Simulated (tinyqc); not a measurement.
Thin-body transistor below threshold, two-dimensional Poisson equation on a small mesh: effect of the drain voltage.

A thin body on a thick buried insulator of low permittivity, taken as carrying no normal field at the bottom of the body (row 0). Mobile charge is neglected (subthreshold), the body is fully depleted, and potentials are counted from the intrinsic level; rows run upward to the gate, columns from source to drain.

Mesh: rows i = 0..12 in the semiconductor (step hs = tb/12, row 12 on the interface), then 8 step(s) ho = tox/8 up to the gate row 20; columns j = 0..80 (step hy = L/80). Box integration, divided by eps0: up_i = eps hy/h of the interval above row i, dn_i = that of the interval below (0 for row 0), lat_i = (sum of eps h/2 over the intervals above and below)/hy, s_i = -q Na w_i hy/eps0 with w_i the semiconductor height of the box (hs/2 for row 0 and the interface row, hs between, 0 in the insulator). Each free node obeys (up + dn + 2 lat) psi = up psi(above) + dn psi(below) + lat [psi(left) + psi(right)] + s. Fixed values: gate row Vg - Vfb; column 0 at Vbi and the last column at Vbi + Vd in the semiconductor, each running linearly to Vg - Vfb across the insulator. The system is solved directly. On row 0 the minimum of psi and its place come from a parabola through the three lowest nodes; barrier = Vbi - minimum, swing = Vt ln 10/(d psi/dVg), DIBL = (d psi/dVd)/(d psi/dVg) there. Lambda = pi/k with k the smallest positive root of tan(k tox) tan(k tb) = eox/eps_r.

Values chosen for this exercise; semiconductor permittivity made up:

| symbol | value | unit | meaning |
|---|---|---|---|
| T | 300 | K | temperature |
| eps_r | 15.2 |  | relative permittivity of the semiconductor |
| eox | 3.9 |  | relative permittivity of the insulator |
| tb | 6 | nm | body thickness |
| tox | 1.1 | nm | insulator thickness |
| L | 48 | nm | channel length |
| Na | 0 | cm^-3 | acceptor density of the depleted body |
| Vbi | 0.47 | V | potential of the source |
| Vfb | -0.02 | V | gate offset |
| Vg | 0.05 | V | gate voltage |

Constants: q = 1.602176634e-19 C, kB = 1.380649e-23 J/K, Vt = kB T/q, eps0 = 8.8541878128e-14 F/cm where lengths are in cm. Results are converted to the units shown.

Results:
```
Vd (V),L/Lambda,barrier (V),place y/L,swing (mV/decade),DIBL (mV/V)
0.05,2.453,0.3793,0.4923,62.59,24.24
0.45,2.453,0.3715,0.4510,62.82,17.69
0.65,2.453,0.3683,0.4373,62.97,15.95
0.85,2.453,0.3654,0.4259,63.13,14.65
1.05,2.453,0.3628,0.4163,63.29,13.63
```

Estimate the missing row, Vd = 0.25 V.

Computed row:
```
Vd (V),L/Lambda,barrier (V),place y/L,swing (mV/decade),DIBL (mV/V)
0.25,2.453,0.3751,0.4685,62.68,20.19
```

With this row back in the table: As Vd goes from 0.05 to 1.05 V, the barrier falls from 0.379 to 0.363 V, the swing rises from 62.6 to 63.3 mV a decade and DIBL falls from 24.2 to 13.6 mV/V; the ideal swing is 59.5. The barrier top moves from y/L = 0.492 to 0.416, towards the source.

Program tinyqc, `OMP_NUM_THREADS=1 python tinyqc.py 2480034 2480035 out.jsonl`; Intel Xeon 2.30GHz, shared host, one thread, about 0.1 s.
